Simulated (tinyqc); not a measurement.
MOS capacitor on a p-type substrate, surface potential from the exact charge relation: course of the Newton iteration.

Uniform p-type substrate, Boltzmann statistics, full ionisation, classical densities. psi is the surface potential against the body (positive when the bands bend down) and u = psi/Vt. Traps are spread evenly over the gap and neutral at flat band, so their charge is -q Dit psi; the minority quasi-Fermi level is shifted by Vb.

ni = sqrt(Nc Nv) exp(-Eg/(2 Vt)), Eg in volts; phiF = Vt ln(N/ni); Cox = eps0 eox/tox; Vfb = phiM - chi - (Eg - Vt ln(Nv/N)) - q Nf/Cox; Q0 = sqrt(2 eps0 eps_r q N Vt); r = (ni/N)^2 exp(-Vb/Vt); VT = Vfb + [(2 phiF + Vb)(1 + q Dit/Cox) + sqrt(2 eps0 eps_r q N (2 phiF + Vb))/Cox].

Start: psi = Vg - Vfb, limited to the range from -4 Vt to +(2 phiF + Vb + 4 Vt).

u = psi/Vt; F^2 = exp(-u) + u - 1 + r (exp(u) - u - 1); Qs = -sign(u) Q0 F; Cs = -dQs/dpsi = (Q0/Vt) |1 - exp(-u) + r (exp(u) - 1)|/(2 F). f = Vfb + psi + (q Dit psi - Qs)/Cox - Vg, f' = 1 + (Cs + q Dit)/Cox, psi(new) = psi - f/f'.

Stop when the step is below 1e-10 V, or after 60 iterations.

Values chosen for this exercise; band and dielectric values close to those of silicon: temperature T = 300 K; band gap Eg = 1.13 eV; relative permittivity eps_r = 11.6; conduction-band density of states at T Nc = 2.79e19 cm^-3; valence-band density of states at T Nv = 2.69e19 cm^-3; electron affinity chi = 4.05 eV; acceptor density of the substrate N = 2.6e15 cm^-3; relative permittivity of the gate insulator (close to hafnium oxide) eox = 22.3; insulator thickness tox = 15 nm; gate work function phiM = 4.11 eV; fixed charge at the interface, in units of q Nf = 0 cm^-2; density of interface traps Dit = 0 cm^-2 eV^-1; reverse bias of the inversion layer against the body Vb = 1.7 V; gate voltage against the body Vg = -2.29 V.

Constants: q = 1.602176634e-19 C, kB = 1.380649e-23 J/K, Vt = kB T/q, eps0 = 8.8541878128e-14 F/cm where lengths are in cm. Results are converted to the units shown.

Course of the iteration:

| iteration | psi before the step (V) | f (V) | step (V) |
|---|---|---|---|
| 1 | -0.103408 | 1.33 | -0.872 |
| 2 | -0.975272 | -5.56e5 | 0.0517 |
| 3 | -0.923568 | -2.04e5 | 0.0517 |
| 4 | -0.871864 | -7.52e4 | 0.0517 |
| 5 | -0.820160 | -2.77e4 | 0.0517 |
| 6 | -0.768458 | -1.02e4 | 0.0517 |
| 7 | -0.716757 | -3750 | 0.0517 |
| 8 | -0.665064 | -1380 | 0.0517 |
| 9 | -0.613392 | -507 | 0.0516 |
| 10 | -0.561780 | -186 | 0.0514 |
| 11 | -0.510338 | -68.2 | 0.0510 |
| 12 | -0.459381 | -24.8 | 0.0496 |
| 13 | -0.409780 | -8.84 | 0.0460 |
| 14 | -0.363803 | -2.97 | 0.0373 |
| 15 | -0.326511 | -0.843 | 0.0215 |
| 16 | -0.305015 | -0.149 | 5.70e-3 |
| 17 | -0.299318 | -7.63e-3 | 3.24e-4 |
| 18 | -0.298995 | -2.28e-5 | 9.73e-7 |
| 19 | -0.298994 | -2.05e-10 | 8.77e-12 |

Did this iteration meet its convergence test, and what does its course show?

Yes. Converged in 19 iterations. In 10 iterations the step is within 3 % of 2 Vt = 51.7 mV: there Qs grows as exp(|u|/2), and a Newton step on such an exponential moves psi by 2 Vt whatever the distance left.

Range of the model: At this gate voltage the surface density exceeds 0.3 of the band density of states, so degeneracy and confinement would lower the charge and capacitance.

tinyqc, about 0.01 s, one thread, Intel Xeon 2.30GHz (shared host): `OMP_NUM_THREADS=1 python tinyqc.py 2060156 2060157 out.jsonl`
